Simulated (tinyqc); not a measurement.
Silicon n-p-n transistor, Gummel numbers and transit times: one step of the calculation.

One-dimensional n-p-n transistor in the forward active mode at low injection. In the base p(x) = NB exp(-eta x/wb) and ni(x)^2 = ni^2 exp((g0 + g1 x/wb)/Vt); electrons leave the base at vsat; band spikes at the emitter junction and recombination inside the emitter are ignored.

Problem. Gain, Early voltage and collector delay. ni = sqrt(Nc Nv) exp(-Eg/(2 Vt)), Eg in volts; GE = NE exp(-gE/Vt)(we/Dp + 1/Se); JC = J0 exp(VBE/Vt), J0 = q ni^2/GB; gain limited by back injection GE/GB, by base recombination tb/tauB, together 1/beta = the sum of the inverses; collector layer one-sided, Wc = sqrt(2 eps0 eps_r (Vbc + VCB)/(q NC)), Vbc = Vt ln(p(wb) NC/ni^2), Cjc = eps0 eps_r/Wc; Early voltage VA = GB q p(wb)/(f(wb) Cjc [1/Dn - (eta + g1/Vt)/(wb vsat)]), f(wb) = p(wb) exp(-(g0 + g1)/Vt), p(wb) = NB exp(-eta); tauC = Wc/(2 vsat).

Inputs (values chosen for the exercise); band and dielectric values close to those of silicon:

| symbol | value | unit | meaning |
|---|---|---|---|
| T | 300 | K | temperature |
| Eg | 1.1 | eV | band gap |
| eps_r | 11.6 |  | relative permittivity |
| Nc | 2.8e19 | cm^-3 | conduction-band density of states at T |
| Nv | 2.63e19 | cm^-3 | valence-band density of states at T |
| vsat | 9.82e6 | cm/s | saturation velocity |
| wb | 440 | nm | neutral base width |
| NB | 1.7e18 | cm^-3 | base doping at the emitter edge |
| eta | 0 |  | doping falls as exp(-eta x/wb) |
| g0 | 0 | eV | gap reduction at the emitter edge of the base |
| g1 | 0 | eV | further gap reduction across the base (linear) |
| Dn | 10 | cm^2/s | electron diffusion coefficient in the base |
| NE | 1.6e20 | cm^-3 | emitter doping |
| gE | 0.12 | eV | gap reduction in the emitter (negative: wider gap) |
| we | 100 | nm | neutral emitter width |
| Dp | 0.96 | cm^2/s | hole diffusion coefficient in the emitter |
| Se | 2e5 | cm/s | recombination velocity at the emitter contact |
| tb | 2e-7 | s | electron lifetime in the base |
| NC | 2.9e16 | cm^-3 | collector doping |
| VCB | 0.5 | V | collector-base reverse bias |

Constants: q = 1.602176634e-19 C, kB = 1.380649e-23 J/K, Vt = kB T/q, eps0 = 8.8541878128e-14 F/cm where lengths are in cm. Results are converted to the units shown.

GB = 7.6531161e12 s/cm^4
tauB = 101.28065 ps

Give: ni; GE; J0; GE/GB; tb/tauB; beta; Wc; Cjc; VA; tauC.

Solution.

ni = 1.5630e10 cm^-3
GE = 2.3779e13 s/cm^4
J0 = 5.1145e-12 A/cm^2
GE/GB = 3.1071
tb/tauB = 1974.7
beta = 3.1023
Wc = 244.44 nm
Cjc = 0.42018 fF/um^2
VA = 291.82 V
tauC = 1.2446 ps

The gain is limited more by back injection into the emitter. beta VA = 905 V.

Range of the model: Heavy doping makes emitter or base degenerate; gE and g0 are to be read as apparent gap changes that include this.

Numbers from tinyqc (`OMP_NUM_THREADS=1 python tinyqc.py 2320079 2320080 out.jsonl`; about 0.01 s on one thread of a shared Intel Xeon 2.30GHz).
